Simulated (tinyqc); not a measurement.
# Changing the transverse velocity vT_2

Model: thermal boundary conductance by the acoustic and diffuse mismatch models. Computed by tinyqc, a small Python program. Command: `OMP_NUM_THREADS=1 python tinyqc.py 3006424 3006425 out.jsonl kapitza sweep`. One thread of a shared host (Intel(R) Xeon(R) Processor @ 2.30GHz), about 0.01 s of CPU time with the checks.

Each side has one longitudinal and two transverse Debye branches, omega = v q up to q_D = (6 pi^2 n)^(1/3), with n counting all atoms. Scattering at the interface is elastic. Electrons are left out of G, also for metals. Melting is ignored. G refers to the temperatures of the phonons sent towards the interface. Linear branches over all atoms overstate G at high T, most for crystals with several atoms a cell.

Inputs (values chosen for the exercise, modelled on tungsten (side 1) and silica (side 2)):
```
quantity                    value     unit
density rho_1                18.9   g/cm^3
longitudinal velocity vL_1   5200      m/s
transverse velocity vT_1     2940      m/s
atom density n_1             64.6   1/nm^3
density rho_2                2.26   g/cm^3
longitudinal velocity vL_2   6000      m/s
atom density n_2             65.4   1/nm^3
conductivity kappa_2          1.4  W/(m K)
temperature T                  50        K
```

Structure: superlattice.

Constants: hbar = 1.054571817e-34 J s; k_B = 1.380649e-23 J/K.

Method:
- omega_c = v q_D for each branch, given as hbar omega_c/k_B; impedance Z = rho v.
- No mode conversion. t(theta) = 4 Z_1 Z_2 cos(theta_1) cos(theta_2)/N^2, with N = Z_2 cos(theta_1) + Z_1 cos(theta_2) for L (the form for pressure waves) and N = Z_1 cos(theta_1) + Z_2 cos(theta_2) for both T branches (the form for shear waves polarised along the interface); sin(theta_2) = (v_2/v_1) sin(theta_1), and t = 0 beyond the critical angle arcsin(v_1/v_2); the mean over the incoming flux is alpha = 2 int t sin(theta_1) cos(theta_1) d theta_1 (64 Gauss-Legendre points).
- A phonon forgets its side and branch: alpha(1 to 2) = S_2/(S_1 + S_2), S_i = 1/vL_i^2 + 2/vT_i^2.
- G = (k_B^4 T^3/(8 pi^2 hbar^3)) int W(x) x^4 e^x/(e^x - 1)^2 dx, x = hbar omega/(k_B T). Acoustic mismatch: W = sum over the three branches of alpha(1 to 2)/v_1^2, each up to the lower of its two cut-offs. Diffuse mismatch: W = S_1 S_2/(S_1 + S_2), where S_i sums 1/v^2 over the branches of side i still below their cut-off. Radiation limit: W = min(S_1, S_2). The integral is split at the four cut-offs (64 Gauss-Legendre points a piece, x at most 45).
- Boundary resistance R = 1/G and Kapitza length kappa_2/G use the diffuse value.

One run for each value; columns: (1) transverse velocity vT_2 (m/s); (2) diffuse alpha, 1 to 2; (3) G, diffuse mismatch (MW/(m^2 K)); (4) G, acoustic mismatch (MW/(m^2 K)); (5) G, radiation limit (MW/(m^2 K)):
```
(1)      (2)    (3)    (4)    (5)
1500  0.7735  108.6   50.2  138.8
1750  0.7173  126.0   65.2  173.2
2050  0.6524  140.4   83.6  212.3
2400  0.5829  148.0  102.7  251.3
3290  0.4420  131.5   89.6  234.2
3850  0.3774  113.8   72.8  181.3
4500  0.3204   97.7   61.4  142.8
```

Give the missing row, transverse velocity vT_2 (m/s) = 2810.

Computed row; columns: (1) transverse velocity vT_2 (m/s); (2) diffuse alpha, 1 to 2; (3) G, diffuse mismatch (MW/(m^2 K)); (4) G, acoustic mismatch (MW/(m^2 K)); (5) G, radiation limit (MW/(m^2 K)):
```
(1)      (2)    (3)    (4)    (5)
2810  0.5116  146.8  115.3  285.6
```

Interpolating between the two neighbouring rows (linearly) misses most in G, acoustic mismatch (MW/(m^2 K)), by 16 %. Over the rows, diffuse alpha, 1 to 2 falls from 0.774 to 0.320 (exponent d ln y / d ln x -0.49 between the first rows and -1.0 between the last); G, diffuse mismatch (MW/(m^2 K)) goes from 109 through a maximum among these rows, 148 at 2400, to 97.7; G, acoustic mismatch (MW/(m^2 K)) goes from 50.2 through a maximum among these rows, 115 at 2810, to 61.4. A slower side 2 offers more states (S_2 ~ 1/v^2), which raises the diffuse transmission from side 1, but it also lowers its cut-off, which narrows the window of shared frequencies once it lies below the cut-offs of side 1.

Caution (all rows): kappa_2 is of room-temperature size, so the Kapitza length is only nominal at this T.

Extremes, crossings and ranges named in words are read from the listed rows.
